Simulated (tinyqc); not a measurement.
Plasmons of a degenerate electron gas in the random-phase approximation: one step. Where Landau damping starts. Four cases, with inputs chosen for the exercise.

Task: Find qc at which the plasmon meets the top of the continuum, eps(qc, c (qc^2 + 2 qc kF)/m) = 0, and compare with Ep/(hbar vF).

Zero temperature, parabolic band: kF = (3 pi^2 n)^(1/3), EF = c kF^2/m, Ep^2 = 8 pi c e2 n/(m eb), qTF^2 = 6 pi e2 n/(eb EF), c = hbar^2/2m0, e2 = e^2/(4 pi eps0), n in 1/angstrom^3 (1e-24 per 1/cm^3).

Lindhard function: eps(q, E)/eb = 1 + (qTF/q)^2 (f1 + i f2) with z = q/(2 kF), u = E/(hbar vF q), hbar vF = 2 c kF/m; f1 = 1/2 + [h(z - u) + h(z + u)]/(8 z), h(x) = (1 - x^2) ln|(x + 1)/(x - 1)|; f2 = pi u/2 for z + u < 1, (pi/(8 z))(1 - (z - u)^2) for |z - u| < 1 < z + u, else 0. Pairs exist for c (q^2 - 2 q kF)/m < E < c (q^2 + 2 q kF)/m.

Constants: hbar^2/2m0 = 3.80998211 eV angstrom^2; e^2/(4 pi eps0) = 14.39964547 eV angstrom.

Case 1.

Values chosen (out of a larger set: mass and background constant near those of GaAs; polar phonons, which mix with the plasmon in the real crystal, and the rise of the mass with filling are left out; not measured data): n = 9.8e+18 1/cm^3 (electron density); m = 0.0687 m0 (mass); eb = 10.8 (background dielectric constant).

Case 2.

Values chosen (out of a larger set: mass and background constant near those of InAs; polar phonons, which mix with the plasmon in the real crystal, and the rise of the mass with filling are left out; not measured data): n = 3.8e+18 1/cm^3 (electron density); m = 0.0258 m0 (mass); eb = 12.2 (background dielectric constant).

Case 3.

Values chosen (out of a larger set: a free-electron density near that of K; not measured data): n = 1.37e+22 1/cm^3 (electron density); m = 1 m0 (mass); eb = 1 (background dielectric constant).

Case 4.

Values chosen (out of a larger set: a free-electron density near that of Al; not measured data): n = 1.76e+23 1/cm^3 (electron density); m = 1 m0 (mass); eb = 1 (background dielectric constant).

Give: qc; qc/kF; energy there; Ep/(hbar vF).

Result:

Case 1.

qc = 0.02463 1/angstrom
qc/kF = 0.372
energy there = 214.5 meV
Ep/(hbar vF) = 0.01838 1/angstrom

The simple estimate is 0.746 times qc.

Case 2.

qc = 0.01316 1/angstrom
qc/kF = 0.273
energy there = 213.2 meV
Ep/(hbar vF) = 0.009049 1/angstrom

The simple estimate is 0.688 times qc.

Case 3.

qc = 0.7546 1/angstrom
qc/kF = 1.019
energy there = 6.425 eV
Ep/(hbar vF) = 0.7705 1/angstrom

The simple estimate is 1.021 times qc.

Case 4.

qc = 1.286 1/angstrom
qc/kF = 0.742
energy there = 23.28 eV
Ep/(hbar vF) = 1.179 1/angstrom

The simple estimate is 0.917 times qc.

Computed by tinyqc, one run a case: `OMP_NUM_THREADS=1 python tinyqc.py N N+1 out.jsonl` with N = 1650990, 1651164, 1651209, 1651472; one thread of a shared Intel(R) Xeon(R) Processor @ 2.30GHz, about 0.01 s a run at most.
